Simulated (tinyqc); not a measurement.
# Changing the confinement constant beta

Model: Raman line shape of confined optical phonons and breathing modes of small crystals. Computed by tinyqc, a small Python program. Command: `OMP_NUM_THREADS=1 python tinyqc.py 3014706 3014707 out.jsonl confine sweep`. One thread of a shared host (Intel(R) Xeon(R) Processor @ 2.30GHz), about 0.04 s of CPU time with the checks.

Confinement in 3 direction(s) lets phonons with q away from zero scatter light. q is in units of 2 pi/a, from 0 to 1, and the branch is isotropic: omega(q)^2 = (omega_0^2 + omega_X^2)/2 + ((omega_0^2 - omega_X^2)/2) cos(pi q). The model and its constant beta are phenomenological; beta = 8 is the common choice.

Inputs (values chosen for the exercise, modelled on silicon):
```
quantity                                value      unit
bulk frequency omega_0                  520.6      1/cm
frequency at the zone boundary omega_X    400      1/cm
natural width Gamma_0                     2.8      1/cm
lattice constant a                      5.431  angstrom
size L                                    9.6        nm
```

Shape: sphere.

Method:
- Weight W(q) = q^2 exp(-(2 L q/a)^2/(2 beta)) dq, that is exp(-k^2 L^2/(2 beta pi^2)) for k = 2 pi q/a.
- Width q_c = a sqrt(2 beta)/(2 L), where the exponential falls to 1/e; curvature of the branch: omega(q) = omega_0 - c q^2, c = pi^2 (omega_0^2 - omega_X^2)/(8 omega_0); for small q_c the mean of q^2 is (number of confined directions) q_c^2/2, and the mean shift is -c times that.
- I(omega) = int W(q) / [(omega - omega(q))^2 + (Gamma_0/2)^2] dq / int W dq x (Gamma_0/2)^2, by 400 Gauss-Legendre points on 0 < q < min(1, 2.5 a sqrt(2 beta)/L).
- The peak is the maximum of I; the width is taken between the half-maximum points, and the asymmetry is the low-side half-width over the high-side one.

One run for each value:
```
confinement constant beta  peak shift (1/cm)  full width (1/cm)  asymmetry  q_c (2 pi/a)
1.0                                 -0.54145             3.1941     1.0982        0.0400
1.5                                 -0.74987             3.5145     1.1859        0.0490
2.0                                 -0.93528             3.8548     1.2733        0.0566
3.0                                 -1.26440             4.5595     1.4337        0.0693
4.0                                 -1.56050             5.2778     1.5720        0.0800
6.0                                 -2.10050             6.7304     1.7927        0.0980
8.0                                 -2.60390             8.1931     1.9578        0.1131
12.0                                -3.56180            11.1350     2.1824        0.1386
```

Over the rows, peak shift (1/cm) falls from -0.541 to -3.56 (exponent d ln y / d ln x between 0.73 and 0.80); full width (1/cm) rises from 3.19 to 11.1 (exponent d ln y / d ln x 0.24 between the first rows and 0.76 between the last); asymmetry rises from 1.10 to 2.18 (exponent d ln y / d ln x 0.19 between the first rows and 0.27 between the last). Only L^2/beta enters, so a size read from a line shape is uncertain by the square root of the uncertainty in beta.

Extremes, crossings and ranges named in words are read from the listed rows.
